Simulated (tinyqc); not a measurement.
Inside a calculation. Model: reverse leakage of an n+-p junction: diffusion, generation, trap-assisted and band-to-band tunnelling.

Computed by the program tinyqc: `OMP_NUM_THREADS=1 python tinyqc.py 2290132 2290133 out.jsonl`, one thread of a shared Intel Xeon 2.30GHz, about 0.01 s for the whole run. Printed values are rounded.

One-sided abrupt junction in the depletion approximation, x from the junction (0) to W on the p side, field F = F0 (1 - x/W). Flat quasi-Fermi levels, long p side. Traps generate through SRH with both lifetimes shortened by 1 + Gamma (Hurkx enhancement, form for moderate fields); band-to-band generation is local and needs a total bending above Eg.

Values chosen for this exercise; band and dielectric values close to those of silicon: temperature T = 350 K; band gap Eg = 1.1 eV; relative permittivity eps_r = 11.6; conduction-band density of states at T Nc = 3.49e19 cm^-3; valence-band density of states at T Nv = 3.3e19 cm^-3; acceptor density of the lighter side Na = 1.1e16 cm^-3; donor density of the heavier side Nd = 5e19 cm^-3; SRH lifetime of both carriers at zero field tau = 1e-6 s; trap level above the intrinsic level Et = 0 eV; tunnelling mass mt = 0.25 m0; electron diffusion coefficient on the lighter side Dn = 3.4 cm^2/s; band-to-band prefactor Ab = 4e14 cm^-0.5 V^-2.5 s^-1; band-to-band field constant Bb = 1.92e7 V/cm; reverse bias VR = 2.2 V.

Constants: q = 1.602176634e-19 C, kB = 1.380649e-23 J/K, hbar = 1.054571817e-34 J s, m0 = 9.1093837015e-31 kg, Vt = kB T/q, eps0 = 8.8541878128e-14 F/cm where lengths are in cm. Results are converted to the units shown.

Range of the model: The n+ side is degenerate, so Vbi from Boltzmann statistics is only a guide.

## Field, scales and diffusion current

ni = sqrt(Nc Nv) exp(-Eg/(2 Vt)), Eg in volts; Vbi = Vt ln(Na Nd/ni^2); W = sqrt(2 eps0 eps_r (Vbi + VR)/(q Na)); F0 = 2 (Vbi + VR)/W; FG = sqrt(24 mt m0 (kB T)^3)/(q hbar); J_diff = q ni^2 sqrt(Dn/tau)(1 - exp(-VR/Vt))/Na.

ni = 4.08337e11 cm^-3
Vbi = 0.869366 V
W = 598.124 nm
F0 = 102.633 kV/cm
FG = 464.794 kV/cm
J_diff = 4.47810e-9 A/cm^2

## Generation rates across the layer

u = (Vbi + VR)(1 - x/W)^2, p = Na exp(-u/Vt), n = Nd exp((u - Vbi - VR)/Vt); G0 = ni^2 (1 - exp(-VR/Vt))/(tau (n + p + 2 ni cosh(Et/Vt))); Gamma = 2 sqrt(3 pi)(F/FG) exp((F/FG)^2); trap-assisted part G0 Gamma; G_bb = Ab F^2.5 exp(-Bb/F) with F in V/cm, zero unless Vbi + VR > Eg, and counted as zero under 1 cm^-3 s^-1. 14 equal steps.

```
point   x (nm)  F (kV/cm)      Gamma  G0 (cm^-3 s^-1)  G0 Gamma (cm^-3 s^-1)  G_bb (cm^-3 s^-1)
0        0.000    102.633    1.42354        3.33477e9              4.74717e9                  0
1       42.723     95.302    1.31301       4.00693e15             5.26112e15                  0
2       85.446     87.971    1.20449       2.04145e17             2.45890e17                  0
3      128.169     80.640    1.09782       2.04168e17             2.24139e17                  0
4      170.893     73.309   0.992815       2.04168e17             2.02701e17                  0
5      213.616     65.978   0.889320       2.04168e17             1.81571e17                  0
6      256.339     58.647   0.787171       2.04168e17             1.60715e17                  0
7      299.062     51.317   0.686209       2.04168e17             1.40102e17                  0
8      341.785     43.986   0.586280       2.04147e17             1.19688e17                  0
9      384.508     36.655   0.487232       1.98021e17             9.64820e16                  0
10     427.231     29.324   0.388914       4.72366e16             1.83710e16                  0
11     469.955     21.993   0.291178       1.60938e15             4.68615e14                  0
12     512.678     14.662   0.193877       1.20883e14             2.34364e13                  0
13     555.401      7.331  0.0968663       2.54732e13             2.46750e12                  0
14     598.124      0.000          0       1.51569e13                      0                  0
```

## Current components

Each current is q times the trapezoid sum of its rate; J adds J_diff; J_bb under 1e-8 of the sum is given as 0.

J_SRH = 1.15007e-6 A/cm^2
J_TAT = 9.55162e-7 A/cm^2
J_bb = 0 A/cm^2
J = 2.10971e-6 A/cm^2

A fine grid gives J = 2.176e-6 A/cm^2; the coarse sum is 3.0 % below it. On the fine grid the largest part is SRH generation (54.3 %). The simple estimate q ni W/(2 tau cosh(Et/Vt)) is 66 % above the fine-grid J_SRH of 1.181e-6 A/cm^2, since near both edges n or p is large enough to quench generation.
